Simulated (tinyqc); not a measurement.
Dopant redistribution at a moving silicon-oxide interface during parabolic oxidation: one step, computed by the program tinyqc. Command: `OMP_NUM_THREADS=1 python tinyqc.py 3022002 3022003 out.jsonl segox walk`. One thread of a shared host (Intel(R) Xeon(R) Processor @ 2.30GHz), about 0.01 s of CPU time with the checks.

Uniformly doped silicon is oxidised with x_ox = sqrt(B t); the interface advances into the silicon by alpha x_ox, alpha = 0.44. The dopant does not move in the oxide, and at the interface C(silicon) = m C(oxide).

Question. Dose moved. Consumed silicon held alpha x_ox C_B; the oxide holds x_ox times the dopant concentration in the oxide; the difference is the excess in the silicon; 1 um = 1e-4 cm.

Inputs (values chosen for the exercise, modelled on boron in silicon under steam): bulk doping C_B = 6.1e+15 1/cm^3; temperature T = 1025 C.

oxide thickness = 0.9222859 um

concentration in the oxide = 2.983495e+15 1/cm^3

Give: dopant in the consumed silicon; dopant in the oxide; excess in the silicon.

Answer.

dopant in the consumed silicon = 2.4754e+11 1/cm^2

dopant in the oxide = 2.7516e+11 1/cm^2

excess in the silicon = -2.7622e+10 1/cm^2

Caution: parabolic growth needs an oxide much thicker than the Deal-Grove length A, which fails for thin films and low temperatures; oxidation-enhanced or retarded diffusion is ignored.
